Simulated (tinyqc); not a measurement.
Bandgap voltage reference from two bipolar transistors: effect of the offset of the amplifier.

Two transistors of area 1 and N carry the same current I. Is(T) = Is (T/T0)^eta exp[(Vg0 q/kB)(1/T0 - 1/T)], VBE1 = Vt ln(I/Is(T)) + I rb, VBE2 = Vt ln(I/(N Is(T))) + I rb/N. The amplifier forces I R1(T) = VBE1 - VBE2 + Vos, with R(T) = R (1 + tc (T - T0)) for both resistors, and the output is Vref = VBE1 + I R2(T). Base currents and the Early effect are neglected.

Vt = kB T/q; I = (Vt ln N + Vos)/(R1(T) - rb (1 - 1/N)). Box coefficient: span of Vref between 233 and 398 K over its average over T and over 165 K. The last column is the R2 that gives zero slope at T0.

Values chosen for this exercise; values of the order met in silicon bipolar transistors: reference temperature T0 = 300 K; band-gap voltage extrapolated to 0 K Vg0 = 1.168 V; temperature exponent of the saturation current eta = 3.3; saturation current of the unit transistor at T0 Is = 1.5e-16 A; area ratio of the second transistor N = 10; resistor across which the difference of VBE falls, at T0 R1 = 2.7 kohm; temperature coefficient of both resistors tc = 0 ppm/K; series resistance of the unit transistor rb = 24 ohm; output resistor at T0 R2 = 26.8 kohm.

Constants: q = 1.602176634e-19 C, kB = 1.380649e-23 J/K. Results are converted to the units shown.

Result of one run:
```
Vos (mV)  I at T0 (uA)  Vref at T0 (V)  slope at T0 (uV/K)  box coefficient (ppm/K)  R2 for zero slope (kohm)
5                24.09           1.313               112.4                    79.70                     25.28
```

What becomes of these results when the offset of the amplifier Vos is changed from 5 to -3 mV, all else the same?

Result of the changed run:
```
Vos (mV)  I at T0 (uA)  Vref at T0 (V)  slope at T0 (uV/K)  box coefficient (ppm/K)  R2 for zero slope (kohm)
-3               21.10           1.230               112.3                    84.99                     25.28
```

The whole series:
```
Vos (mV)  I at T0 (uA)  Vref at T0 (V)  slope at T0 (uV/K)  box coefficient (ppm/K)  R2 for zero slope (kohm)
-5               20.36           1.209               112.5                    86.65                     25.28
-3               21.10           1.230               112.3                    84.99                     25.28
-1               21.85           1.251               112.2                    83.49                     25.29
0                22.22           1.261               112.2                    82.79                     25.29
1                22.60           1.272               112.2                    82.12                     25.29
3                23.34           1.292               112.3                    80.86                     25.28
5                24.09           1.313               112.4                    79.70                     25.28
```

As Vos goes from -5 to 5, Vref rises from 1.209 to 1.313 V and the box coefficient falls from 86.6 to 79.7 ppm/K. Each mV of offset moves Vref by 10.5 mV, about R2/R1 = 9.93 plus the change of VBE1 with the current.

tinyqc, about 0.03 s, one thread, Intel Xeon 2.30GHz (shared host): `OMP_NUM_THREADS=1 python tinyqc.py 2062105 2062106 out.jsonl`
